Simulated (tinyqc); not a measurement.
Cahn-Hilliard equation on a periodic one-dimensional grid: one step, computed by the program tinyqc.

Free energy F = h sum_j [A (c_j^2 - 1)^2/4 + (kappa/2) ((c_(j+1) - c_j)/h)^2]; dc/dt = Lap(mu), mu = A (c^3 - c) - kappa Lap(c), Lap(y)_j = (y_(j+1) - 2 y_j + y_(j-1))/h^2, mobility 1; the grid has n = 16 points.

Question. The first step. Start: c_j = c0 + amplitude x (z_j - mean of z). c(new) = c + dt Lap(mu).

Inputs (values chosen for the exercise, in reduced units):

| quantity | value | unit |
|---|---|---|
| spacing h | 1.4 | - |
| well depth A | 1.5 | - |
| gradient coefficient kappa | 0.62 | - |
| mean composition c0 | -0.2 | - |
| noise amplitude | 0.1 | - |
| time step dt | 0.11 | - |

Scheme: explicit Euler.

random numbers: 0.589  -0.433  -0.236  0.254  0.587  0.605  0.085  -0.452  0.014  0.421  -0.732  -0.827  -0.420  0.396  0.495  -0.333

Give: c at the start; mu at the start; c after one step; F at the start; F after one step.

Answer.

c at the start: -0.1412  -0.2434  -0.2237  -0.1747  -0.1414  -0.1396  -0.1916  -0.2453  -0.1987  -0.1580  -0.2733  -0.2828  -0.2421  -0.1605  -0.1506  -0.2334

mu at the start: 0.2690  0.3049  0.3095  0.2590  0.2178  0.2223  0.2774  0.3141  0.2881  0.2804  0.3458  0.3744  0.3289  0.2572  0.2501  0.2756

c after one step: -0.1388  -0.2451  -0.2268  -0.1742  -0.1388  -0.1367  -0.1926  -0.2488  -0.1977  -0.1539  -0.2754  -0.2869  -0.2436  -0.1569  -0.1487  -0.2352

F at the start = 7.721

F after one step = 7.719
